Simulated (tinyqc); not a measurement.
Convergence with cell size: Koster-Slater impurity in a tight-binding band, by Green functions and by supercells. Computed by tinyqc, a small Python program. Command: `OMP_NUM_THREADS=1 python tinyqc.py 3029717 3029718 out.jsonl kosterslater walk`. One thread of a shared host (Intel(R) Xeon(R) Processor @ 2.30GHz), about 0.06 s of CPU time with the checks.

One orbital per site, e(k) = -2 t sum cos(k_i) over 3 direction(s), band from -6 t to 6 t, lattice constant 1. One site has the extra energy U. Spin is left out.

Inputs (values chosen for the exercise, for a model band): hopping t = 0.87 eV; impurity potential U = 4.23 eV.

Lattice: simple cubic.

Method:
- Outside the band G0(E) = (1/pi) int_0^pi dk (2/(pi z)) K(16 t^2/z^2), z = E + 2 t cos k, K the complete elliptic integral with parameter m; 200 Gauss-Legendre points.
- A bound state solves 1/U = G0(E).
- Bisection in ln(distance from the edge) between 1e-5 t and |U| + t. Weight on the impurity site: -1/(U^2 dG0/dE), by a central difference with step min(1e-4 t, distance/30). Decay length along an axis: 1/arccosh(1 + distance/(2 t)).
- In a periodic cell of N sites along each direction with Bloch vector K, the level solves 1/U = N^-d sum_k 1/(E - e(k)), k_i = (2 pi m_i + K_i)/N, m_i = 0..N-1; the outermost root on the side of U is taken (bisection). d is the number of directions. Gamma means K_i = 0, the zone corner K_i = pi, the quarter point K_i = pi/2.
- Even N; errors against the isolated level E_b, set to 0 below 1e-6 t.

level E_b = 5.49790 eV

decay length = 1.79238 sites

Error of the level (eV):
```
N   sites       Gamma       corner  quarter point
2       8  9.6480e-01  -1.2679e+00    -1.3775e-01
4      64  1.6575e-01  -1.3775e-01    -7.1179e-03
6     216  3.9082e-02  -2.8270e-02    -5.4548e-04
8     512  9.5416e-03  -7.1179e-03    -4.5593e-05
10   1000  2.4022e-03  -1.9363e-03    -3.9767e-06
12   1728  6.3096e-04  -5.4548e-04              0
```

What follows from these numbers?

The error at Gamma falls exponentially, between the last two resolved rows by exp(-0.668) per site against 1/(decay length) = 0.558; the rest is the power-law prefactor of the Green function. Gamma and the corner err in opposite directions. Among the sizes listed an error below 1 meV is first reached at N = 12 at Gamma; at the quarter point N = 6 is enough.

Extremes, crossings and ranges named in words are read from the listed rows.
